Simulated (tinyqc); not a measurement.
Long-channel MOSFET, surface-potential model: one step of the calculation.

n-channel transistor on a uniformly doped p-type body, gradual-channel approximation, constant mobility, Boltzmann statistics, full ionisation. Potentials are counted from the neutral body; V is the electron quasi-Fermi potential, Vsb at the source and Vsb + Vds at the drain. Charges are magnitudes per area.

Task. Surface potential at the source by Newton steps. With V = Vsb: G = psi - Vt + Vt e, e = exp((psi - 2 phiF - Vsb)/Vt); f = Vgs + Vsb - Vfb - psi - gamma sqrt(G); f' = -1 - gamma (1 + e)/(2 sqrt(G)); psi(new) = psi - f/f'.

Values chosen for this exercise; material values close to those of silicon: temperature T = 325 K; flat-band voltage Vfb = -0.45 V; source-body reverse bias Vsb = 0 V; gate-source voltage Vgs = 3.78 V.

Constants: q = 1.602176634e-19 C, kB = 1.380649e-23 J/K, Vt = kB T/q. Results are converted to the units shown.

psi after iteration 1 = 0.96314171 V
phiF = 0.43445979 V
gamma = 2.5900621 V^0.5

Give: G; f; f'; psi after iteration 2.

Result.

G = 1.745 V
f = -0.1545 V
f' = -30.33
psi after iteration 2 = 0.9580 V

Computed by the program tinyqc: `OMP_NUM_THREADS=1 python tinyqc.py 2360018 2360019 out.jsonl`, one thread of a shared Intel Xeon 2.30GHz, about 0.03 s for the whole run.
